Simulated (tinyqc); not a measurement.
Keating valence-force model of a tetrahedral crystal: one step, computed by the program tinyqc. Command: `OMP_NUM_THREADS=1 python tinyqc.py 3022317 3022318 out.jsonl keating walk`. One thread of a shared host (Intel(R) Xeon(R) Processor @ 2.30GHz), about 0.03 s of CPU time with the checks.

Atom A sits at 0 and atom B at a/4 (1,1,1) of an fcc lattice; the four bonds from A are t = a/4 (1,1,1), a/4 (1,-1,-1), a/4 (-1,1,-1), a/4 (-1,-1,1), of length d = sqrt(3) a/4. Energy: E = (3 alpha/(8 d^2)) sum over bonds (r.r - d^2)^2 + (3 beta/(8 d^2)) sum over pairs of bonds at one atom (r_i.r_j + d^2/3)^2, with beta_A for the six pairs at A and beta_B for the six at B. The cell holds two atoms, Omega = a^3/4. 1 N/m = 1 J/m^2. With constants fitted to the elastic moduli this model puts optical and zone-boundary frequencies of real crystals too high, by up to about 20 % in elemental crystals and up to about 50 % in compounds, and mostly by more for TA modes; in compounds the lattice part of the static dielectric constant then comes out too low.

Question. Elastic constants and internal strain. beta = (beta_A + beta_B)/2; C11 = (alpha + 3 beta)/a, C12 = (alpha - beta)/a, C44 = 4 alpha beta/(a (alpha + beta)); with the two sublattices clamped C44(0) = (alpha + beta)/a; internal-strain parameter zeta = (alpha - beta)/(alpha + beta); B = (C11 + 2 C12)/3.

Inputs (values chosen for the exercise, modelled on indium phosphide):
```
quantity               value      unit
lattice constant a     5.869  angstrom
bond stretching alpha   44.1       N/m
bond bending beta_A     6.44       N/m
bond bending beta_B     6.44       N/m
```

Structure: zinc blende.

Give: C11; C12; C44; clamped C44(0); internal-strain parameter zeta; bulk modulus B.

Answer.

C11 = 108.06 GPa

C12 = 64.168 GPa

C44 = 38.299 GPa

clamped C44(0) = 86.113 GPa

internal-strain parameter zeta = 0.74515

bulk modulus B = 78.798 GPa

Letting the sublattices shift lowers C44 by 56 %, which is zeta^2. With zeta near 1 a shear keeps the bond lengths and bends the angles. The model fixes 2 C44 (C11 + C12)/((C11 - C12)(C11 + 3 C12)) = 1.000 whatever alpha and beta are.
